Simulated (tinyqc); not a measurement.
Comparisons within one model: free and nearly free electrons in a metal. A value that a table varies takes the place of the one given here.

The cubic cell holds 4 atoms: n = 4 z/a^3, kF = (3 pi^2 n)^(1/3), EF = c kF^2/m, vF = 2 c kF/(m hbar), c = hbar^2/2m0; rs = (3/(4 pi n))^(1/3)/a0; D(EF) = 3 n/(2 EF).

Square wire of width w with grain size w: rho/rho0 = 1/(1 - 3 al/2 + 3 al^2 - 3 al^3 ln(1 + 1/al)) + (3/4) (1 - p) l/w, with al = (l/w) Rg/(1 - Rg) (Mayadas-Shatzkes plus the thick-wire form of Fuchs-Sondheimer); l = hbar kF/(n e^2 rho), e = 1.602176634e-19 C.

Constants: hbar^2/2m0 = 3.80998211 eV angstrom^2; hbar = 6.58211957e-16 eV s; a0 (Bohr radius) = 0.5291772105 angstrom.

Values chosen for the exercise (near those of Co, whose d bands this model ignores; not measured data):

| symbol | value | unit | meaning |
|---|---|---|---|
| a | 3.55 | angstrom | fcc lattice constant |
| z | 2 |  | free electrons an atom |
| m | 1 | m0 | mass |
| rho | 6.46 | micro-ohm cm | bulk resistivity |
| p | 0 |  | specularity of the surfaces |
| Rg | 0.55 |  | reflection at grain boundaries |
| w | 14 | nm | wire width |

## Resistivity of narrow wires

Wires:

| w (nm) | al | grain term (factor - 1) | surface term | rho (micro-ohm cm) |
|---|---|---|---|---|
| 200 | 0.038 | 0.056 | 0.023 | 6.97 |
| 100 | 0.076 | 0.111 | 0.046 | 7.48 |
| 50 | 0.152 | 0.219 | 0.093 | 8.47 |
| 30 | 0.253 | 0.360 | 0.155 | 9.79 |
| 20 | 0.379 | 0.535 | 0.232 | 11.42 |
| 14 | 0.541 | 0.757 | 0.332 | 13.49 |
| 10 | 0.758 | 1.051 | 0.465 | 16.25 |
| 7 | 1.082 | 1.489 | 0.664 | 20.37 |

l = 6.20 nm

What does this show?

At 7 nm the resistivity is 3.15 times the bulk value; grain boundaries add more (1.49 from grains, 0.66 from surfaces). It passes twice the bulk value between 20 and 14 nm. 

## What sets the wire resistivity

All results formed anew. Each row changes one parameter from the base and keeps the others.

Results:

| case | EF (eV) | l (nm) | wire rho (micro-ohm cm) |
|---|---|---|---|
| base | 11.574 | 6.20 | 13.494 |
| a = 3.656 angstrom | 10.912 | 6.57 | 13.912 |
| m = 1.2 m0 | 9.645 | 6.20 | 13.494 |
| rho = 7.752 micro-ohm cm | 11.574 | 5.17 | 14.809 |
| p = 0.3 | 11.574 | 6.20 | 12.850 |
| Rg = 0.385 | 11.574 | 6.20 | 11.153 |
| w = 9.8 nm | 11.574 | 6.20 | 16.446 |

How do the results move?

The largest shifts from the base row, up to three for each result and ties (the steps differ in size, so this ranks the rows, not the parameters). EF (eV): m -1.929, a -0.661; unchanged at the printed digits by rho, p, Rg and w. l (nm): rho -1.03, a +0.38; unchanged at the printed digits by m, p, Rg and w. wire rho (micro-ohm cm): w +2.952, Rg -2.340, rho +1.315; unchanged at the printed digits by m. The mass drops out of l at given rho, because vF falls and tau rises by the same factor.

Program tinyqc; command `OMP_NUM_THREADS=1 python tinyqc.py 1680275 1680276 out.jsonl`; about 0.01 s on one thread of a shared Intel(R) Xeon(R) Processor @ 2.30GHz.
